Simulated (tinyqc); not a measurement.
Four-point probe, van der Pauw, Hall and spreading-resistance readings of a semiconductor layer: one step, computed by the program tinyqc. Command: `OMP_NUM_THREADS=1 python tinyqc.py 3111677 3111678 out.jsonl probe walk`. One thread of a shared host (Intel(R) Xeon(R) Processor @ 2.30GHz), about 0.01 s of CPU time with the checks.

The layer is uniform and ohmic; contacts are points unless a radius is given.

Question. Four-point voltage. Collinear probes with equal spacing on a layer with conducting backing: images at depth 2 m t give V = (rho I/(2 pi s)) G, G = 1 + 4 sum_(m>=1) (-1)^m [1/sqrt(1 + (2 m u)^2) - 1/sqrt(4 + (2 m u)^2)], u = t/s; the sum runs to m = 20000, with the last term halved. Limits: thick, rho = 2 pi s V/I; thin on an insulator, rho = (pi/ln 2) t V/I.

Inputs (values chosen for the exercise, modelled on n-type silicon): layer thickness t = 1900 micrometre; probe spacing s = 1 mm; current I = 0.01 mA.

Backing of the layer: conducting.

resistivity rho = 0.2152245 ohm cm

Give: t/s; G; voltage V; rho by the thick formula; rho by the thin formula.

Answer.

t/s = 1.9

G = 0.9235

voltage V = 0.003164 mV

rho by the thick formula = 0.1988 ohm cm

rho by the thin formula = 0.2724 ohm cm

The thick formula is off by -7.6 % and the thin one by +26.6 %. A conducting backing shunts the current, so V lies below the thick value.
